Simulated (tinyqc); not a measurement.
# Error from band bending against W

In A the levels shift by pb (1 - z/W)^2 for z < W. The signal from depth z is weighted by exp(-z/le)/le, so the centroid shifts by pb [1 - 2/a + (2/a^2)(1 - exp(-a))], a = W/le, and the error of iA against its value at the interface is that less pb.

Inputs (values chosen for the exercise): band bending in A at the interface pb = 0.58 V; escape depth le = 3.9 nm.

Error from band bending against W:
```
W (nm)       a  centroid shift (eV)  error (meV)
2.8     0.7179               0.1171       -462.9
5        1.282               0.1851       -394.9
8.6      2.205               0.2662       -313.8
15       3.846               0.3551       -224.9
26       6.667               0.4321       -147.9
45       11.54               0.4882       -91.82
79       20.26               0.5256       -54.44
140      35.90               0.5486       -31.41
240      61.54               0.5615       -18.54
```

The size of the error falls from 463 to 18.5 meV; for large a it is 2 |pb|/a. It is below 50 meV, a typical accuracy of the method, in 2 of the 9 rows. Heavily doped substrates and deep-probing photons need the correction.

Numbers from tinyqc (`OMP_NUM_THREADS=1 python tinyqc.py 2410128 2410129 out.jsonl`; about 0.01 s on one thread of a shared Intel Xeon 2.30GHz).
